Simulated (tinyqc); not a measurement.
Binding against carrier density: donor level screened by free carriers (Yukawa potential).

Screening wave number: Debye ks^2 = 4 pi q n/(eps kB T); Thomas-Fermi ks^2 = 6 pi q n/(eps EF) with EF = c (3 pi^2 n/gv)^(2/3)/m, c = hbar^2/2m0; the two are joined by 1/ks^2 = sqrt(1/ks_D^4 + 1/ks_TF^4). 1e18/cm^3 = 1e-6/angstrom^3, q = e^2/(4 pi eps0).

Potential -(q/(eps r)) exp(-ks r), q = e^2/(4 pi eps0). In units Ry* = Ry m/eps^2 and a* = a0 eps/m the problem is [-Laplacian - 2 exp(-x r)/r] psi = E psi with x = ks a*.

Converged values use 18 functions exp(-z r), z = 1.55^i, i = -11 to 6: S = 2/A^3, H = z_i z_j S - 2/(A + x)^2, A = z_i + z_j.

Constants: e^2/(4 pi eps0) = 14.39964547 eV angstrom; kB = 8.617333262e-05 eV/K; hbar^2/2m0 = 3.80998211 eV angstrom^2.

Parameters, chosen for this exercise (near those of a donor in Si, with one mean mass; the results hold for these values, not for the real material):
- m = 0.32 m0 (mass)
- eps = 12 (dielectric constant)
- gv = 6 (valleys)
- T = 200 K (temperature)
- nl = (0.036, 0.12, 0.36, 1.2, 3.6, 12, 36) x 1e18/cm^3 (densities)

Ry* = 30.2349 meV
a* = 19.844 angstrom

x from the joined ks; converged 1s binding (dash: x above 1.17, at or past the limit 1.19 where the state unbinds).

Results:

| n (1e18/cm^3) | EF/kB T | 1/ks (angstrom) | x | binding (meV) | n^(1/3) a* |
|---|---|---|---|---|---|
| 0.036 | 0.02 | 178.2 | 0.111 | 24.03 | 0.066 |
| 0.12 | 0.05 | 97.6 | 0.203 | 19.61 | 0.098 |
| 0.36 | 0.10 | 56.4 | 0.352 | 13.65 | 0.141 |
| 1.2 | 0.23 | 31.0 | 0.639 | 5.55 | 0.211 |
| 3.6 | 0.47 | 18.2 | 1.088 | 0.18 | 0.304 |
| 12 | 1.05 | 10.8 | 1.841 | - | 0.454 |
| 36 | 2.18 | 7.5 | 2.650 | - | 0.655 |

The binding falls from 24.0 to 0.2 meV (bare value 30.2); it passes half the bare value between 0.12 and 0.36 x 1e18/cm^3. The level is unbound, or bound by less than 0.001 Ry*, from 12 x 1e18/cm^3 on; as the density rises, it is lost by the time n^(1/3) a* reaches 0.45. x grows with exponent 0.50 in n at the start and 0.33 at the end (1/2 for Debye, 1/6 for Thomas-Fermi screening). The level survives to n^(1/3) a* = 0.30, past the 0.26 of the Mott rule, which corresponds to x = 1 for one valley with degenerate screening; here the level lasts until x = 1.19, the screening is at most the degenerate value, and overlap of donors is left out.

(tinyqc, `OMP_NUM_THREADS=1 python tinyqc.py 1280030 1280031 out.jsonl`, Intel(R) Xeon(R) Processor @ 2.30GHz, 1 thread, shared host, about 0.01 s.)
